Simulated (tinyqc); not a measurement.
Raising U: Hubbard ring of 5 sites, mean field against exact. Computed by the program tinyqc. Collinear unrestricted mean field (the lowest of 40 random starts) against exact diagonalisation.

one-body matrix (hopping and site energies) (eV):
```
         1        2        3        4        5
1   0.1600  -1.5500   0.0000   0.0000  -1.5500
2  -1.5500  -0.5700  -1.5500   0.0000   0.0000
3   0.0000  -1.5500  -0.3900  -1.5500   0.0000
4   0.0000   0.0000  -1.5500   0.5000  -1.5500
5  -1.5500   0.0000   0.0000  -1.5500   0.4000
```

electrons, up and down: 3  2

Exact and mean-field results (eV):
```
U          U/t   E exact  E mean field  mean |n_up - n_down|  double occupancy, exact  first gap in the sector
0.780    0.503  -8.22291      -8.19398                 0.200                    0.227                    0.074
1.550    1.000  -7.38697      -7.27014                 0.200                    0.207                    0.062
3.100    2.000  -5.93793      -5.48035                 0.344                    0.166                    0.038
4.650    3.000  -4.80720      -3.96751                 0.593                    0.126                    0.019
6.200    4.000  -3.95905      -2.98191                 0.779                    0.094                    0.009
9.300    6.000  -2.85200      -1.96130                 0.907                    0.054                 2.08e-03
12.400   8.000  -2.19461      -1.44764                 0.949                    0.033                 1.27e-03
18.600  12.000  -1.47295      -0.93261                 0.978                    0.016                 6.40e-04
31.000  20.000  -0.85814      -0.51984                 0.992                    0.006                 1.84e-04
```

What does the comparison show, and why?

In absolute terms mean field is worst at U/t = 4.0, 0.977 eV too high: at small U it is nearly exact, and at large U it misses only exchange-scale energies. Relative to the exact energy its error is 0.4 % at the smallest U, 39 % at most and 39 % at the largest. The double occupancy falls from 0.227 to 0.006.
